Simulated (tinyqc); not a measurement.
Inside a calculation: cyclotron resonance of ellipsoidal valleys, Si type. Values are carried at full precision from step to step, so a last printed digit may differ when a step is redone from the rounded ones.

Valleys along [100], [010], [001] (each with its opposite partner), mass ml along the axis and mt across it. B lies in the (1-10) plane, b = (sin(theta)/sqrt2, sin(theta)/sqrt2, cos(theta)). For the angle phi between B and the axis, 1/mc^2 = cos^2(phi)/mt^2 + sin^2(phi)/(mt ml). Resonance: h nu = 2 muB B/mc, h = 2 pi hbar.

Constants: hbar = 6.58211957e-16 eV s; muB = 5.788381798e-05 eV/T.

Parameters, chosen for this exercise (near those of Si; shifted at random, so the results belong to these values and not to a real crystal):
```
symbol  value  unit     meaning
theta   46     degrees  angle of B from [001] towards [110]
ml      0.909  m0       longitudinal mass
mt      0.195  m0       transverse mass
nu      70     GHz      microwave frequency
tau     190    ps       scattering time
```

## Angles to the valley axes

Give b and cos^2(phi) for each axis.

b: 0.5087  0.5087  0.6947

cos^2(phi): [100] 0.2587, [010] 0.2587, [001] 0.4826

## Cyclotron masses and resonance fields

For each axis, mc and B = h nu mc/(2 muB).

Resonances:
```
axis   mc (m0)   B (T)
[100]   0.3017  0.7545
[010]   0.3017  0.7545
[001]   0.2531  0.6329
```

2 distinct masses appear; the limits are mt = 0.195 (B along the axis) and sqrt(ml mt) = 0.4210 (B across it).

## The same from the mass tensor

For the valley along [001]: M = mt 1 + (ml - mt) a a^T, and mc^2 = det M/(b M b).

M (m0):
```
        x       y       z
x  0.1950       0       0
y       0  0.1950       0
z       0       0  0.9090
```

det M = 0.034565
b M b = 0.5395
mc = 0.2531 m0

## Line shape

For linear polarisation and one isotropic mass the absorbed power goes as P = [1 + (w^2 + wc^2) tau^2]/([1 + (wc^2 - w^2) tau^2]^2 + 4 w^2 tau^2), w = 2 pi nu. List it for wc/w = 0, 0.5, 0.8, 0.9, 1, 1.1, 1.2, 1.5 and 2, which is B over the resonance field.

w tau = 83.566

Power:
```
wc/w          P
0.0   0.0001432
0.5   0.0003181
0.8    0.001806
0.9    0.007079
1.0      0.5000
1.1    0.007075
1.2    0.001798
1.5   0.0002977
2.0   7.954e-05
```

The largest listed value lies at wc/w = 1.0, 3492.3 times the zero-field value. With w tau well above 1 the line is sharp, of relative half width about 1/(w tau). The closest two lines of this crystal are 19.2 % apart, so they are resolved.

## Checks

- Rotation frequency of dv/dt = -M^-1 (v x b) for the valley along [001], in units of e B/m0, against 1/mc: both 3.9509.

(tinyqc, `OMP_NUM_THREADS=1 python tinyqc.py 1251624 1251625 out.jsonl`, Intel(R) Xeon(R) Processor @ 2.30GHz, 1 thread, shared host, about 0.01 s.)
